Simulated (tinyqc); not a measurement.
Valley-orbit splitting of a donor ground state, with strain: one step, computed by the program tinyqc. Command: `OMP_NUM_THREADS=1 python tinyqc.py 3016426 3016427 out.jsonl valleyorbit walk`. One thread of a shared host (Intel(R) Xeon(R) Processor @ 2.30GHz), about 0.01 s of CPU time with the checks.

The basis is the 1s envelope in each valley; energies are counted from the unstrained conduction-band edge. The strain is e_s (a a^T - 1/3) for the unit stress axis a, so valley j along n_j moves by Xi_u e_s w_j with w_j = (n_j.a)^2 - 1/3: +2/3 for [111], -2/9 for the others.

Problem. Populations and ionisation. H_jj = -(E_0 + Lambda) + Xi_u e_s w_j; H_jk = -Delta_1 between any two valleys. z = sum over levels of exp(-(E - E_ground)/k_B T), the ground-state share being 1/z; N_c = 2 (2 pi m_e k_B T/h^2)^(3/2) sum_j exp(-(shift_j - lowest shift)/k_B T); n1 = N_c/(2 z) exp(-binding/k_B T), binding = lowest shift - E_ground; without compensation n = 2 N_D/(1 + sqrt(1 + 4 N_D/n1)) (Boltzmann statistics; p and higher states left out).

Inputs (values chosen for the exercise, modelled on donors in germanium):
```
quantity                                     value   unit
single-valley binding energy E_0              9.61    meV
central-cell shift Lambda                      1.1    meV
coupling Delta_1                              0.68    meV
shear deformation potential Xi_u              15.7     eV
shear strain e_s                          -0.00021      -
temperature T                                   30      K
donor density N_D                          1.8e+15  cm^-3
density-of-states mass of one valley m_e     0.218    m_0
```

Valleys: four along <111>. Stress axis: [111].

Constants: k_B = 8.617333262e-05 eV/K; m_0 = 9.1093837015e-31 kg; k_B = 1.380649e-23 J/K; h = 6.62607015e-34 J s.

Give: partition sum z; share of neutral donors in the ground state; N_c; n1; free electrons n.

Solution.

partition sum z = 1.7223

share of neutral donors in the ground state = 0.58063

N_c = 1.5876e+17 cm^-3

n1 = 5.7350e+14 cm^-3

free electrons n = 7.6896e+14 cm^-3
